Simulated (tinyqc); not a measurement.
Sputter depth profiling of a dopant layer: erosion rate, quantification and the mixing-roughness response. Inputs raised by 2 %, one at a time. Computed by tinyqc, a small Python program. Command: `OMP_NUM_THREADS=1 python tinyqc.py 3017991 3017992 out.jsonl sims sens`. One thread of a shared host (Intel(R) Xeon(R) Processor @ 2.30GHz), about 0.2 s of CPU time with the checks.

A rastered ion beam erodes silicon (49.94 atoms per nm^3). The measured profile is the true one convolved with a depth response.

Inputs (values chosen for the exercise, modelled on a dopant in silicon under an oxygen or caesium beam):

| quantity | value | unit |
|---|---|---|
| beam energy E | 3.9 | keV |
| beam current | 28 | nA |
| raster side | 400 | um |
| sputter yield at 1 keV | 1.2 | - |
| mixing length at 1 keV | 1.6 | nm |
| roughness sigma | 1.2 | nm |
| depth of the top edge z0 | 28 | nm |
| box width b | 1.9 | nm |
| box concentration C | 3e+20 | 1/cm^3 |
| relative sensitivity factor RSF | 7.3e+21 | 1/cm^3 |
| matrix count rate | 1.2e+06 | 1/s |
| background count rate | 3.1 | 1/s |
| counting time per point | 2 | s |
| level that defines the junction C_B | 6e+17 | 1/cm^3 |

True profile: box.

Constants: e = 1.602176634e-19 C.

Method:
- Scaling chosen for the exercise: yield Y = Y1 E^0.5, mixing length w = w1 E^0.5 (E in keV).
- Erosion rate = Y I/(e x raster^2 x density); depth step = rate x counting time; concentration = RSF x counts/matrix counts; detection limit = RSF x 3 sqrt(background x time)/(matrix rate x time).
- Mixing alone turns a layer at z0 into (1/w) exp(-(z - z0 + w)/w) for z > z0 - w; roughness adds a Gaussian of width sigma. With x = z - z0 + w: g(x) = (1/(2w)) exp(sigma^2/(2 w^2) - x/w) erfc((sigma/w - x/sigma)/sqrt2), and its integral G(x) = (1/2) erfc(-x/(sigma sqrt2)) - w g(x). Measured: C [G(x) - G(x - b)].
- Find the maximum, the full width at half maximum and the deep point where the profile falls to C_B; far down, the trailing edge decays by w ln(10) per decade.

Runs:

| input moved | from | to | full width at half maximum (nm) | peak concentration (1/cm^3) | apparent junction depth (nm) | erosion rate (nm/s) |
|---|---|---|---|---|---|---|
| base run | - | - | 5.1097 | 9.3463e+19 | 44.095 | 0.051831 |
| beam energy E (keV) | 3.9 | 3.978 | 5.1320 | 9.2967e+19 | 44.209 | 0.052347 |
| mixing length at 1 keV (nm) | 1.6 | 1.632 | 5.1546 | 9.2470e+19 | 44.323 | 0.051831 |
| roughness sigma (nm) | 1.2 | 1.224 | 5.1566 | 9.2758e+19 | 44.104 | 0.051831 |
| box width b (nm) | 1.9 | 1.938 | 5.1203 | 9.5172e+19 | 44.178 | 0.051831 |
| level that defines the junction C_B (1/cm^3) | 6e+17 | 6.12e+17 | 5.1097 | 9.3463e+19 | 44.032 | 0.051831 |
| box concentration C (1/cm^3) | 3e+20 | 3.06e+20 | 5.1097 | 9.5333e+19 | 44.158 | 0.051831 |
| beam current (nA) | 28 | 28.56 | 5.1097 | 9.3463e+19 | 44.095 | 0.052868 |

Exponents ln(y'/y) / ln(x'/x):

| input | full width at half maximum | peak concentration | apparent junction depth | erosion rate |
|---|---|---|---|---|
| beam energy E | 0.220 | -0.269 | 0.130 | 0.5 |
| mixing length at 1 keV | 0.442 | -0.540 | 0.261 | 0.0 |
| roughness sigma | 0.462 | -0.382 | 0.011 | 0.0 |
| box width b | 0.104 | 0.915 | 0.096 | 0.0 |
| level that defines the junction C_B | 0.000 | 0.000 | -0.072 | 0.0 |
| box concentration C | 0.000 | 1.000 | 0.072 | 0.0 |
| beam current | 0.000 | 0.000 | 0.000 | 1.0 |

Which inputs matter most for each result?

Among the inputs moved here: full width at half maximum answers most in size to roughness sigma (exponent +0.462), next to mixing length at 1 keV (+0.442); its exponent is below 0.0005 for level that defines the junction C_B, box concentration C, beam current. Peak concentration answers most in size to box concentration C (exponent +1.000), next to box width b (+0.915); its exponent is below 0.0005 for level that defines the junction C_B, beam current. Its exponent +1.000 in box concentration C: convolution is linear. Apparent junction depth answers most in size to mixing length at 1 keV (exponent +0.261), next to beam energy E (+0.130); its exponent is below 0.0005 for beam current. Erosion rate answers most in size to beam current (exponent +1.000), next to beam energy E (+0.500); its exponent is below 0.0005 for mixing length at 1 keV, roughness sigma, box width b, level that defines the junction C_B, box concentration C. Its exponent +0.500 in beam energy E: the chosen yield law.

Extremes, crossings and ranges named in words are read from the listed rows.
